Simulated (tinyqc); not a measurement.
# Scale length and length offset from two DIBL values

Problem. DIBL = exp(-Le/(2 l)) + 2 exp(-Le/l) with Le = L - dL. Find l, dL and the drawn length for a DIBL of 100 mV/V.

DIBL at drawn lengths 39 and 61 nm (mV/V): [145.13677, 34.291666]

Answer. With e = exp(-Le/(2 l)), 2 e^2 + e = DIBL gives e and so Le/l at each length; Le/l is a straight line in L with slope 1/l.

l = 8.500 nm
dL = 2.600 nm
length for 100 mV/V = 44.42 nm

Computed by the program tinyqc: `OMP_NUM_THREADS=1 python tinyqc.py 2002140 2002141 out.jsonl`, one thread of a shared Intel Xeon 2.30GHz, about 0.01 s for the whole run.
